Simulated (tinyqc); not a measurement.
Choosing the metal: Schottky barrier with interface states (Cowley-Sze model), image lowering and contact resistance. Computed by tinyqc, a small Python program. Command: `OMP_NUM_THREADS=1 python tinyqc.py 3024813 3024814 out.jsonl pinning walk`. One thread of a shared host (Intel(R) Xeon(R) Processor @ 2.30GHz), about 0.01 s of CPU time with the checks.

An n-type semiconductor under a metal. The barrier lies between the Schottky-Mott limit phi_M - chi and the Bardeen limit E_g - E_n, E_n being the neutrality level of the interface states; the space-charge term of the full Cowley-Sze expression is left out.

Inputs (values chosen for the exercise, for a model semiconductor): gap E_g = 3.01 eV; electron affinity chi = 4.3 eV; metal work function phi_M = 5.78 eV; neutrality level E_n above the valence band = 1.64 eV; optical dielectric constant eps_opt = 4.8; dielectric constant eps_s = 9.87; electron mass m_e = 0.242 m_0; valleys M_c = 1; donor density N = 9.7e+15 cm^-3; temperature T = 350 K.

Pinning factor from: Moench relation.

Constants: k_B = 8.617333262e-05 eV/K; hbar = 1.054571817e-34 J s; m_0 = 9.1093837015e-31 kg; eps_0 = 8.8541878128e-12 F/m; e = 1.602176634e-19 C; k_B = 1.380649e-23 J/K; h = 6.62607015e-34 J s.

Method:
- S = 1/(1 + 0.1 (eps_opt - 1)^2), an empirical relation for metal-induced gap states.
- phi_B = S (phi_M - chi) + (1 - S)(E_g - E_n); the hole barrier is E_g - phi_B.
- A* = 4 pi e m_e M_c k_B^2/h^3 (a simple valley count); J_s = A* T^2 exp(-phi/k_B T).
- E_00 = (e hbar/2) sqrt(N/(m_e eps_s eps_0)), E_0 = E_00 coth(E_00/k_B T); scaling form of the contact resistivity rho_c = (k_B/(e A* T)) exp(phi_B/E_0), which is the thermionic result when E_00 << k_B T and keeps only the leading exponential of tunnelling when E_00 >> k_B T; image lowering is left out of it.

pinning factor S = 0.409165

Bardeen barrier = 1.37 eV

E_0 = 0.0301761 eV

Against work function:
```
phi_M (eV)  Schottky-Mott (eV)  phi_B (eV)  J_0 (A/cm^2)  rho_c (ohm cm^2)
4.30                      0.00      0.8094    7.8756e-06        3.7773e+03
4.53                      0.23      0.9036    3.4769e-07        8.5424e+04
4.76                      0.46      0.9977    1.5349e-08        1.9319e+06
4.99                      0.69      1.0918    6.7764e-10        4.3690e+07
5.21                      0.91      1.1818    3.4263e-11        8.6278e+08
5.44                      1.14      1.2759    1.5126e-12        1.9512e+10
5.67                      1.37      1.3700    6.6777e-14        4.4127e+11
5.90                      1.60      1.4641    2.9480e-15        9.9793e+12
```

What follows from these numbers?

A span of 1.60 eV in work function moves the barrier by 0.655 eV (slope S = 0.409) and rho_c by 9.4 decades. The barrier equals its Schottky-Mott value only at phi_M = chi + E_g - E_n = 5.67 eV, where the interface states are neutral.
